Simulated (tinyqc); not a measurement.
Geometry relaxation of a small cluster: one step, computed by the program tinyqc.

E = sum_(i<j) phi(r_ij), phi(r) = eps [exp(-2 alpha (r - r0)) - 2 exp(-alpha (r - r0))]; the force on i is -sum_j phi'(r_ij) (R_i - R_j)/r_ij.

Task: Energy and forces at the start. Evaluate E and the forces at the starting positions.

Inputs (values chosen for the exercise, for model atoms): length r0 = 2.4 angstrom; well depth eps = 0.23 eV; stiffness alpha = 1.78 1/angstrom.

Potential: Morse. Method: BFGS.

starting positions (angstrom), rows atom 1, atom 2, atom 3, columns x, y, z:
```
[[0.1, -0.02, 0.37],
 [2.34, -0.13, -0.06],
 [1.12, 2.07, 0.09]]
```

Give: distances; energy at the start; forces.

Result:

distances (angstrom): 1-2 2.2835, 1-3 2.3424, 2-3 2.5201

energy at the start = -0.66660 eV

forces (eV/angstrom), rows atom 1, atom 2, atom 3, columns x, y, z:
```
[[-0.27025, -0.07619, 0.05540],
 [0.16600, 0.09992, -0.03612],
 [0.10425, -0.02373, -0.01928]]
```
